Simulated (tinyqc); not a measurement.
# Tunnelling through a two-layer gate stack, WKB transmission and Tsu-Esaki current, step by step

Computed by the program tinyqc: `OMP_NUM_THREADS=1 python tinyqc.py 2540151 2540152 out.jsonl`, one thread of a shared Intel Xeon 2.30GHz, about 0.06 s for the whole run. Printed values are rounded.

Electrons leave the emitter at x = 0. Energies E (motion across the layers) are in eV from the emitter Fermi level; the collector Fermi level lies at -V and offers states at every E. No charge in the dielectric and no image force: F1 = V/(t1 + t2 eps1/eps2), F2 = F1 eps1/eps2; U = phi1 - F1 x in layer 1 and phi2 - F1 t1 - F2 (x - t1) in layer 2. With C = hbar^2/(2 m0), kappa = sqrt(m (U - E)/C) where U > E and 0 elsewhere; T(E) = exp(-S), S = 2 times the integral of kappa over x.

Inputs (values chosen for the exercise); layer 1 close to silicon dioxide, layer 2 close to hafnium oxide: temperature T = 300 K; Fermi energy of the emitter above its band bottom Ef = 2.4 eV; emitter mass in the supply function me = 0.36 m0; barrier of layer 1 above the emitter Fermi level at zero bias phi1 = 3.13 eV; tunnelling mass of layer 1 m1 = 0.5 m0; thickness of layer 1 t1 = 1.2 nm; relative permittivity of layer 1 eps1 = 3.9; barrier of layer 2 at zero bias phi2 = 1.43 eV; tunnelling mass of layer 2 m2 = 0.2 m0; thickness of layer 2 t2 = 1.3 nm; relative permittivity of layer 2 eps2 = 22.7; voltage across the dielectric V = 1 V; energy of the electron followed E = 0 eV; cells in each layer nc = 6; lower end of the energy grid Ea = -1 eV; upper end of the energy grid Eb = 0.28 eV; points of the energy grid nE = 15.

Constants: q = 1.602176634e-19 C, kB = 1.380649e-23 J/K, hbar = 1.054571817e-34 J s, m0 = 9.1093837015e-31 kg, Vt = kB T/q, hbar^2/(2 m0) = 0.0380998212 eV nm^2. Results are converted to the units shown.

## Fields and band edges

F1 = V/(t1 + t2 eps1/eps2), F2 = F1 eps1/eps2; U = phi1 - F1 x in layer 1 and phi2 - F1 t1 - F2 (x - t1) in layer 2. EOT = 3.9 (t1/eps1 + t2/eps2).

F1 = 7.02569 MV/cm
F2 = 1.20706 MV/cm
U at the end of layer 1 = 2.28692 eV
U at the start of layer 2 = 0.586917 eV
U at the end of layer 2 = 0.43 eV
EOT = 1.42335 nm

## WKB exponent by the midpoint rule

Cut each layer into nc equal cells, take U and kappa at the cell centres, and sum S = 2 sum kappa h.

| cell | x (nm) | U (eV) | kappa (1/nm) |
|---|---|---|---|
| 0 | 0.10000 | 3.05974 | 6.33674 |
| 1 | 0.30000 | 2.91923 | 6.18953 |
| 2 | 0.50000 | 2.77872 | 6.03873 |
| 3 | 0.70000 | 2.63820 | 5.88407 |
| 4 | 0.90000 | 2.49769 | 5.72523 |
| 5 | 1.10000 | 2.35717 | 5.56185 |
| 6 | 1.30833 | 0.57384 | 1.73560 |
| 7 | 1.52500 | 0.54769 | 1.69559 |
| 8 | 1.74167 | 0.52154 | 1.65461 |
| 9 | 1.95833 | 0.49538 | 1.61259 |
| 10 | 2.17500 | 0.46923 | 1.56945 |
| 11 | 2.39167 | 0.44308 | 1.52508 |

S = 18.5381
T(E) = 8.89255e-9

## WKB exponent in closed form

Each layer adds (2/F) sqrt(m/C) [G(u at its left edge) - G(u at its right edge)] to S, with u = U - E (0 where negative) and G(u) = (2/3) u^1.5. The slope follows from 1/d = -dS/dE.

S = 18.5375
T(E) = 8.89723e-9
energy d over which T(E) grows by a factor e = 0.14622 eV

The midpoint rule gives S = 18.538, so its T(E) is 0.053 % below this value. The band edge stays above E through the whole stack: direct tunnelling through a trapezoid.

## Current density on a coarse energy grid

J = J0 times the integral of T(E) N(E) dE, N = ln[(1 + exp(-E/Vt))/(1 + exp((-E - V)/Vt))], J0 = q^2 me m0 kB T/(2 pi^2 hbar^3) (times 1e-4 for A/cm^2 per eV), by Simpson's rule on nE equally spaced points from Ea to Eb.

| point | E (eV) | T(E) | N | T(E) N |
|---|---|---|---|---|
| 0 | -1.00000 | 3.59315e-11 | 37.9886 | 1.36499e-9 |
| 1 | -0.90857 | 5.54183e-11 | 35.1164 | 1.94609e-9 |
| 2 | -0.81714 | 8.63384e-11 | 31.6076 | 2.72895e-9 |
| 3 | -0.72571 | 1.35992e-10 | 28.0719 | 3.81754e-9 |
| 4 | -0.63429 | 2.16787e-10 | 24.5353 | 5.31893e-9 |
| 5 | -0.54286 | 3.50192e-10 | 20.9987 | 7.35357e-9 |
| 6 | -0.45143 | 5.74098e-10 | 17.4620 | 1.00249e-8 |
| 7 | -0.36000 | 9.56920e-10 | 13.9254 | 1.33255e-8 |
| 8 | -0.26857 | 1.62551e-9 | 10.3888 | 1.68872e-8 |
| 9 | -0.17714 | 2.82253e-9 | 6.85325 | 1.93435e-8 |
| 10 | -0.08571 | 5.03013e-9 | 3.35125 | 1.68572e-8 |
| 11 | 0.00571 | 9.25253e-9 | 0.588723 | 5.44718e-9 |
| 12 | 0.09714 | 1.77141e-8 | 0.0230703 | 4.08669e-10 |
| 13 | 0.18857 | 3.57778e-8 | 6.79191e-4 | 2.43000e-11 |
| 14 | 0.28000 | 7.81498e-8 | 1.97789e-5 | 1.54572e-12 |

J0 = 1.50612e8 A/(cm^2 eV)
J = 1.42682 A/cm^2

The integrand peaks at E = -0.177 eV among these points. A converged quadrature from -Ef to above the barrier gives 1.482 A/cm^2; this grid is 3.8 % below that.
